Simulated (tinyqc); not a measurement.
# Film and buried-oxide thickness from two coupling ratios

Problem. In a depleted film -dVT/dVb is k1 = Cs Cbox/(Cox (Cs + Cbox)) for a front channel and k2 = Cbox (Cox + Cs)/(Cox Cs) for a back channel, with Cox = eps0 eox/tox, Cs = eps0 eps_r/ts, Cbox = 3.9 eps0/tb. Find ts and tb.

Inputs (values chosen for the exercise); band and dielectric values close to those of silicon:
- eps_r = 11.8 (relative permittivity)
- eox = 3.9 (relative permittivity of the gate insulator (close to silicon dioxide))
- tox = 1.6 nm (insulator thickness)

coupling ratios for a front and a back channel: [0.015200064, 0.10167744]

Answer. With y = Cox/Cs and z = Cox/Cbox, 1/k1 = y + z and k2 = (1 + y)/z, so y = (k2/k1 - 1)/(1 + k2); the thicknesses follow from y and z.

ts = 25.0 nm
tb = 97.0 nm

Program tinyqc, `OMP_NUM_THREADS=1 python tinyqc.py 2190083 2190084 out.jsonl`; Intel Xeon 2.30GHz, shared host, one thread, about 0.3 s.
